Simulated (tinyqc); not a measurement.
Isothermal kinetics: hydrogen passivation and dissociation of interface defects with a spread of activation energies. Computed by tinyqc, a small Python program. Command: `OMP_NUM_THREADS=1 python tinyqc.py 3010473 3010474 out.jsonl passivation walk`. One thread of a shared host (Intel(R) Xeon(R) Processor @ 2.30GHz), about 0.01 s of CPU time with the checks.

Active defects P react as P + H2 -> HP + H and HP -> P + H; released atomic hydrogen is removed. All defects start active. Activation energies are normally distributed, independently for the two reactions.

Inputs (values chosen for the exercise, for a model interface):
```
quantity,value,unit
mean passivation energy E_f,1.45,eV
spread s_f,0.099,eV
prefactor k_f0,8.7e-09,cm^3/s
mean dissociation energy E_d,2.86,eV
spread s_d,0.12,eV
prefactor k_d0,4.3e+12,1/s
dissolved hydrogen [H2],2.6e+17,cm^-3
anneal temperature T,580,K
anneal time t,35,s
```

Ambient: hydrogen.

Constants: k_B = 8.617333262e-05 eV/K.

Method:
- a = k_f0 [H2] exp(-E_f/k_B T), b = k_d0 exp(-E_d/k_B T); the active share of one kind of site is b/(a + b) + (a/(a + b)) exp(-(a + b) t).
- Full average: z from -5 to 5 in steps of 0.125 with normalised weights exp(-z^2/2), energy = mean + spread x z, over both energies.
- Times are decades about 1/(a + b) of the mean site. The last column is the part of the change still to come; rows stop once it is below 1e-5.

dissociation rate b = 6.05548e-13 1/s

passivation rate a = 5.68915e-04 1/s

Against time:
```
t (s),"active share, single energy","active share, spread",unreacted part
2.00e+00,9.9886e-01,9.9270e-01,9.9270e-01
2.00e+01,9.8869e-01,9.4713e-01,9.4713e-01
2.00e+02,8.9245e-01,7.5839e-01,7.5839e-01
2.00e+03,3.2051e-01,3.8990e-01,3.8990e-01
2.00e+04,1.1442e-05,9.6390e-02,9.6390e-02
2.00e+05,1.0644e-09,9.3076e-03,9.3074e-03
2.00e+06,1.0644e-09,3.0940e-04,3.0927e-04
```

What follows from these numbers?

A single energy finishes within about two decades of time. With the spread the unreacted part is 0.95 at 20 s and still 0.096 at 20000 s, where one energy leaves 1.1e-5: a width of s/k_B T = 1.98 in ln(rate) stretches the decay markedly.
